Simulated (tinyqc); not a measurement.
CMOS inverter, nodal equation and switching: one step of the calculation.

An n-channel pull-down (bn, VTn) and a p-channel pull-up (bp, VTp) share the input Vin and the output node Vout, which carries the load C. Transistor (EKV form, voltages against the body): I = 2 n b Vt^2 [F(vp - Vs) - F(vp - Vd)] from drain to source, F(v) = ln^2(1 + exp(v/(2 Vt))), vp = (Vg - VT + sg |Vd - Vs|)/n. n-channel bodies are at 0; for the p-channel device all voltages are counted down from Vdd. b in uA/V^2 gives I in uA. Static: In = Ip. Transient: C dVout/dt = Ip - In. No velocity saturation, no gate capacitance beyond C.

Question. Output voltage by Newton steps. f = In - Ip at (Vin, Vout); G = df/dVout by a central difference with +/- 1e-6 V; Vout(new) = Vout - f/G.

Values chosen for this exercise:
- T = 300 K (temperature)
- Vdd = 1 V (supply voltage)
- n = 1.19 (slope factor)
- sg = 0.111 (drain-induced barrier lowering)
- VTn = 0.44 V (n-channel threshold)
- VTp = 0.27 V (p-channel threshold (magnitude))
- bn = 220 uA/V^2 (gain factor of the pull-down transistor)
- bp = 220 uA/V^2 (gain factor of the pull-up transistor)
- Vin = 0.44 V (input voltage)

Constants: q = 1.602176634e-19 C, kB = 1.380649e-23 J/K, Vt = kB T/q. Results are converted to the units shown.

Vout at the start = 0.5 V

Find: In; Ip; G; Vout after iteration 1.

Answer.

In = 0.5403 uA
Ip = 11.05 uA
G = 8.189 uS
Vout after iteration 1 = 1.783 V

This step lands outside the rails.

Numbers from tinyqc (`OMP_NUM_THREADS=1 python tinyqc.py 2340124 2340125 out.jsonl`; about 0.04 s on one thread of a shared Intel Xeon 2.30GHz).
